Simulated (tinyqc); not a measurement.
Small-signal admittance of a forward-biased p+-n diode: one step of the calculation.

Holes injected into a neutral base of width wb with an ohmic contact at its end; low injection, p0 far above the equilibrium density. A small voltage v exp(i w t), w = 2 pi f, modulates the edge density by p0 v/Vt, and the small-signal density obeys Dp d2p/dx2 = (1/tau + i w) p.

Problem. The same by finite differences. 8 equal intervals, h = wb/8; u = small-signal density over its edge value, u_0 = 1, u_8 = 0; u_(i-1) + b u_i + u_(i+1) = 0 with b = -2 - h^2 (1/tau + i w)/Dp; Y = (q Dp p0/(Vt h)) (-b/2 - u_1), which includes the half box at the edge.

Values chosen for this exercise; permittivity close to that of silicon:
- T = 300 K (temperature)
- Dp = 8.2 cm^2/s (hole diffusion coefficient)
- tau = 4e-7 s (hole lifetime)
- wb = 16 um (width of the neutral base)
- p0 = 4.3e12 cm^-3 (excess hole density at the junction edge)
- f = 1.3e5 Hz (signal frequency)

Constants: q = 1.602176634e-19 C, kB = 1.380649e-23 J/K, Vt = kB T/q. Results are converted to the units shown.

Wanted: b; u; Y on the mesh.

Solution.

b = -2.012-0.004i

| node | u |
|---|---|
| 1 | 0.8497-0.0077i |
| 2 | 0.7098-0.0122i |
| 3 | 0.5787-0.0140i |
| 4 | 0.4546-0.0136i |
| 5 | 0.3361-0.0116i |
| 6 | 0.2218-0.0084i |
| 7 | 0.1102-0.0044i |

Y on the mesh = 0.1709+0.0106i S/cm^2

tinyqc, about 0.01 s, one thread, Intel Xeon 2.30GHz (shared host): `OMP_NUM_THREADS=1 python tinyqc.py 2890131 2890132 out.jsonl`
